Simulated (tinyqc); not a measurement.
Impurity strength from the transmission.

Question. An infinite chain has hopping -t with t = 5.46 eV and site energy 0; E = -2 t cos(k) with E = -7.78 eV. One site has the energy u > 0, so T(E) = 1/[1 + u^2/(4 t^2 sin^2 k)]. Find sin^2 k and u.

T(E) = 0.87471696

Solution. sin^2 k = 1 - (E/2t)^2, and u = 2 t |sin k| sqrt(1/T(E) - 1).

sin^2 k = 0.492
u = 2.90 eV

Numbers from tinyqc (`OMP_NUM_THREADS=1 python tinyqc.py 2660002 2660003 out.jsonl`; about 0.01 s on one thread of a shared Intel Xeon 2.30GHz).
